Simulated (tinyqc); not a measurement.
Bloch-Grueneisen resistivity of a metal: one step, computed by the program tinyqc.

Electrons scatter from a Debye spectrum of phonons (n = 5 for scattering within one band, n = 3 for scattering into a second, heavy band) and from static defects.

Problem. The integral and the phonon part. J_n(y) = int_0^y x^n e^x/(e^x - 1)^2 dx, by 96 Gauss-Legendre points (upper limit at most 60). rho_ph = (n - 1) rho_1 (T/Theta)^n J_n(Theta/T), with rho_1 = 2 pi lambda_tr k_B Theta/(hbar eps_0 w_p^2), the high-temperature line at T = Theta.

Inputs (values chosen for the exercise, modelled on platinum): exponent n = 3; Debye temperature Theta = 204 K; temperature T = 77 K.

Addition: none.

rho_1 = 7.761239 microohm cm

Give: Theta/T; J_n; phonon resistivity rho_ph.

Solution.

Theta/T = 2.649

J_n = 2.681

phonon resistivity rho_ph = 2.238 microohm cm

This is 76.4 % of the straight line rho_1 T/Theta.
